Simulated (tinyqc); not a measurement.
Changing the temperature T: classical nucleation, growth and JMAK kinetics of crystallisation from a melt or glass. Computed by tinyqc, a small Python program. Command: `OMP_NUM_THREADS=1 python tinyqc.py 3026168 3026169 out.jsonl nucl sweep`. One thread of a shared host (Intel(R) Xeon(R) Processor @ 2.30GHz), about 0.01 s of CPU time with the checks.

A spherical nucleus cap on a flat wall with a sharp interface of isotropic energy gamma; lambda = Omega^(1/3) is the jump distance.

Inputs (values chosen for the exercise, for a model substance):

| quantity | value | unit |
|---|---|---|
| melting point T_m | 1070 | K |
| heat of melting per volume H | 1120 | J/cm^3 |
| interface energy gamma | 0.0747 | J/m^2 |
| atomic volume Omega | 15.4 | angstrom^3 |
| diffusion prefactor D0 | 2e-06 | m^2/s |
| activation energy Q | 0.989 | eV |
| contact angle theta | 90 | degrees |
| wall area per volume S_v | 3.4e+06 | 1/m |
| time t | 4.8e-06 | s |

Nucleation: on a flat wall. Driving force: Thompson-Spaepen.

Constants: e = 1.602176634e-19 C; k_B = 1.380649e-23 J/K; k_B = 8.617333262e-05 eV/K.

Method:
- Driving force per volume: dG = H [(T_m - T)/T_m] [2 T/(T_m + T)].
- Shape factor f = (2 + cos theta)(1 - cos theta)^2/4.
- W(r) = f [4 pi r^2 gamma - (4/3) pi r^3 dG]; r* = 2 gamma/dG; W* = f 16 pi gamma^3/(3 dG^2); n* = f (4/3) pi r*^3/Omega.
- D = D0 exp(-Q/(k_B T)); attachment rate k+ = (A*/lambda^2) D/lambda^2 with A* = 2 pi r*^2 (1 - cos theta); Zeldovich factor Z = sqrt(W*/(3 pi k_B T))/n*; sites per volume N = S_v/lambda^2; I = N Z k+ exp(-W*/(k_B T)); lag time = 1/(4 pi Z^2 k+).
- Growth (Wilson-Frenkel): u = (D/lambda) [1 - exp(-dG Omega/(k_B T))].
- D = D0 exp(-Q/(k_B T)).
- JMAK with steady nucleation and growth, nuclei spread at random: extended fraction X_e = (pi/3) I u^3 t^4, X = 1 - exp(-X_e); t_X = [-3 ln(1 - X)/(pi I u^3)]^(1/4); final grains per volume = Gamma(5/4) (3/pi)^(1/4) (I/u)^(3/4), Gamma(5/4) = 0.9064024771. Grain size = (grains per volume)^(-1/3).

One run for each value:

| temperature T (K) | atoms in the nucleus n* | W*/(k_B T) | nucleation rate I (1/(m^3 s)) | growth velocity u (m/s) | half time t_0.5 (s) |
|---|---|---|---|---|---|
| 535 | 8.72 | 3.392 | 3.2234e+28 | 2.0977e-06 | 1.2213e-03 |
| 588 | 9.90 | 3.359 | 2.1972e+29 | 1.3216e-05 | 1.9007e-04 |
| 642 | 11.96 | 3.490 | 9.5289e+29 | 6.1242e-05 | 4.1702e-05 |
| 696 | 15.44 | 3.817 | 2.6416e+30 | 2.1627e-04 | 1.2545e-05 |
| 749 | 21.41 | 4.410 | 4.5165e+30 | 6.0130e-04 | 5.0954e-06 |
| 802 | 32.66 | 5.459 | 4.2118e+30 | 1.3927e-03 | 2.7618e-06 |
| 856 | 57.45 | 7.453 | 1.3685e+30 | 2.7625e-03 | 2.1886e-06 |
| 910 | 124.31 | 11.728 | 4.0904e+28 | 4.6059e-03 | 3.5873e-06 |
| 963 | 379.65 | 23.329 | 7.2910e+23 | 6.2012e-03 | 4.4172e-05 |

Over the rows, atoms in the nucleus n* rises from 8.72 to 380 (exponent d ln y / d ln x 1.3 between the first rows and 20 between the last); W*/(k_B T) goes from 3.39 through a minimum among these rows, 3.36 at 588, to 23.3; nucleation rate I (1/(m^3 s)) goes from 3.22e28 through a maximum among these rows, 4.52e30 at 749, to 7.29e23.

Caution (rows 535, 588, 642, 696, 749, 802, 856): with under 20 atoms in the nucleus or a barrier under 10 k_B T the capillary model is only a guide. Caution (rows 535, 588, 642, 696, 749, 802): homogeneous nucleation, left out here, would be as fast or faster: the wall offers too few sites or too small a cut in the barrier. Caution (rows 535, 588, 642, 696, 749, 802): homogeneous nucleation, left out here, would be as fast or faster. Caution (rows 535, 588, 642, 696, 749, 802, 856, 910): grains come out smaller than the spacing of the walls, so nuclei are not spread at random as JMAK assumes.

Extremes, crossings and ranges named in words are read from the listed rows.
